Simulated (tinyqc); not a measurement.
# Threshold of a short bulk MOSFET: charge sharing, barrier lowering, narrow width: effects of single changes

n-channel device on a p-type body, depletion approximation, full ionisation. Uniform doping N = Na. Vbi from Boltzmann statistics is rough for the degenerate source. Cox = eps0 eox/tox.

Inputs (values chosen for the exercise); band and dielectric values close to those of silicon:

| symbol | value | unit | meaning |
|---|---|---|---|
| T | 300 | K | temperature |
| Eg | 1.12 | eV | band gap |
| eps_r | 11.5 |  | relative permittivity |
| Nc | 2.81e19 | cm^-3 | conduction-band density of states at T |
| Nv | 2.65e19 | cm^-3 | valence-band density of states at T |
| eox | 3.9 |  | relative permittivity of the gate insulator (close to silicon dioxide) |
| tox | 3.7 | nm | insulator thickness |
| Na | 5.9e17 | cm^-3 | channel doping |
| Nsd | 1e20 | cm^-3 | source and drain doping |
| Vfb | -0.98 | V | flat-band voltage for the doping Na |
| xj | 30 | nm | junction depth |
| Vbs | -1 | V | body-source voltage |
| Vds | 0.5 | V | drain-source voltage |
| W | 260 | nm | gate width |
| xw | 1.5708 |  | shape factor of the fringing depletion at the width edges |
| L | 270 | nm | channel length |

Constants: q = 1.602176634e-19 C, kB = 1.380649e-23 J/K, Vt = kB T/q, eps0 = 8.8541878128e-14 F/cm where lengths are in cm. Results are converted to the units shown.

Each table varies one quantity; the others keep the values above.

## Threshold roll-off against channel length

ni = sqrt(Nc Nv) exp(-Eg/(2 Vt)), Eg in volts; 2 pB = 2 Vt ln(N/ni); flat band Vfb - Vt ln(N/Na); Wd = sqrt(2 eps0 eps_r (2 pB - Vbs)/(q N)); body term q N Wd/Cox; long-channel VT0 = flat band + 2 pB + body term; Vbi = Vt ln(N Nsd/ni^2); scale length l = sqrt((eps_r/eox) tox Wd). Charge sharing (trapezoid; it ignores Vds): F = (xj/L)(sqrt(1 + 2 Wd/xj) - 1), lowering = body term times F. Barrier lowering: th = exp(-L/(2 l)) + 2 exp(-L/l), lowering = th [2 (Vbi - 2 pB) + Vds], DIBL = th. Narrow width: rise = body term times xw Wd/W. VT by each model = VT0 - lowering + rise. DIBL under 0.001 mV/V is printed as 0.

The same in every row: N (cm^-3) = 5.900e17; VT0 (V) = 0.5935.

Threshold roll-off against channel length:

| L (nm) | L/l | F | DIBL (mV/V) | VT, charge sharing (V) | VT, barrier lowering (V) |
|---|---|---|---|---|---|
| 84 | 3.170 | 0.4643 | 288.9 | 0.5443 | 0.6257 |
| 120 | 4.529 | 0.3250 | 125.5 | 0.6350 | 0.7508 |
| 180 | 6.794 | 0.2167 | 35.72 | 0.7056 | 0.8195 |
| 250 | 9.436 | 0.1560 | 9.095 | 0.7452 | 0.8399 |
| 370 | 13.96 | 0.1054 | 0.9299 | 0.7781 | 0.8461 |
| 530 | 20.00 | 0.07358 | 0.04533 | 0.7989 | 0.8468 |
| 760 | 28.68 | 0.05131 | 0 | 0.8134 | 0.8468 |
| 1100 | 41.52 | 0.03545 | 0 | 0.8237 | 0.8468 |
| 1600 | 60.39 | 0.02437 | 0 | 0.8309 | 0.8468 |

What does the comparison show?

VT by barrier lowering rises from 0.626 to 0.847 V and VT by charge sharing rises from 0.544 to 0.831 V. DIBL is under 100 mV/V from L = 180 nm on among the rows (th = 0.1 at L/l = 4.92). For L = 84 DIBL exceeds 250 mV/V, where the barrier formula is rough.

## Effect of the body-source voltage

Same model as above.

The same in every row: N (cm^-3) = 5.900e17.

Result of one run:

| Vbs (V) | VT0 (V) | L/l | F | DIBL (mV/V) | VT, charge sharing (V) | VT, barrier lowering (V) |
|---|---|---|---|---|---|---|
| -0.3 | 0.4614 | 11.41 | 0.1225 | 3.348 | 0.5588 | 0.6199 |

What becomes of these results when the body-source voltage Vbs is changed from -0.3 to 0 V, all else the same?

Result of the changed run:

| Vbs (V) | VT0 (V) | L/l | F | DIBL (mV/V) | VT, charge sharing (V) | VT, barrier lowering (V) |
|---|---|---|---|---|---|---|
| 0 | 0.3931 | 12.25 | 0.1103 | 2.202 | 0.4648 | 0.5129 |

The whole series:

| Vbs (V) | VT0 (V) | L/l | F | DIBL (mV/V) | VT, charge sharing (V) | VT, barrier lowering (V) |
|---|---|---|---|---|---|---|
| 0 | 0.3931 | 12.25 | 0.1103 | 2.202 | 0.4648 | 0.5129 |
| -0.3 | 0.4614 | 11.41 | 0.1225 | 3.348 | 0.5588 | 0.6199 |
| -0.6 | 0.5217 | 10.80 | 0.1328 | 4.551 | 0.6453 | 0.7188 |
| -0.9 | 0.5763 | 10.33 | 0.1417 | 5.786 | 0.7266 | 0.8120 |
| -1.2 | 0.6266 | 9.941 | 0.1496 | 7.035 | 0.8038 | 0.9009 |
| -1.5 | 0.6734 | 9.618 | 0.1568 | 8.289 | 0.8779 | 0.9863 |
| -1.8 | 0.7174 | 9.341 | 0.1634 | 9.542 | 0.9494 | 1.069 |
| -2.1 | 0.7590 | 9.100 | 0.1695 | 10.79 | 1.019 | 1.149 |

As Vbs goes from 0 to -2.1, VT0 rises from 0.393 to 0.759 V, DIBL rises from 2.20 to 10.8 mV/V, F rises from 0.110 to 0.170 and VT by barrier lowering rises from 0.513 to 1.15 V. The apparent body effect -dVT/dVbs between the first two rows is 0.357 by barrier lowering and 0.313 by charge sharing, against 0.228 for a long device.

Numbers from tinyqc (`OMP_NUM_THREADS=1 python tinyqc.py 2002074 2002075 out.jsonl`; about 0.01 s on one thread of a shared Intel Xeon 2.30GHz).
